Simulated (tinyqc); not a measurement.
Capacitance of parallel on-chip lines from Laplace's equation on a mesh: one step of the calculation.

Cross-section of an endless row of equal lines between two grounded planes; neighbours are driven in antiphase (+1 V and -1 V), so the plane midway between two lines is at 0 V. By symmetry one quarter is solved: x runs from the centre of a line (column 0, mirror) to that midplane (column 4, 0 V), y from the mid-height of the line (row 0, mirror) to the ground plane (row 4, 0 V). The line fills columns 0 to 1 and rows 0 to 1 at 1 V. Cells beside the line (below row 1) have e2, cells above have e1. Each link between nodes has the conductance g = mean permittivity of the two cells beside it (a cell beyond a mirror counts as 0), and the free nodes obey sum g (V_neighbour - V) = 0.

Problem. Link conductances. gx[j, i] joins node (row j, column i) to column i + 1, gy[j, i] to row j + 1.

Parameters, values chosen for the exercise:

| symbol | value | unit | meaning |
|---|---|---|---|
| e1 | 3 |  | relative permittivity above and below the lines |
| e2 | 1 |  | relative permittivity between the lines |

Wanted: gx; gy.

Solution.

gx:
```
	col 0	col 1	col 2	col 3
row 0	0.50000	0.50000	0.50000	0.50000
row 1	2.0000	2.0000	2.0000	2.0000
row 2	3.0000	3.0000	3.0000	3.0000
row 3	3.0000	3.0000	3.0000	3.0000
row 4	1.5000	1.5000	1.5000	1.5000
```

gy:
```
	col 0	col 1	col 2	col 3	col 4
row 0	0.50000	1.0000	1.0000	1.0000	0.50000
row 1	1.5000	3.0000	3.0000	3.0000	1.5000
row 2	1.5000	3.0000	3.0000	3.0000	1.5000
row 3	1.5000	3.0000	3.0000	3.0000	1.5000
```

Computed by the program tinyqc: `OMP_NUM_THREADS=1 python tinyqc.py 2790101 2790102 out.jsonl`, one thread of a shared Intel Xeon 2.30GHz, about 1 s for the whole run.
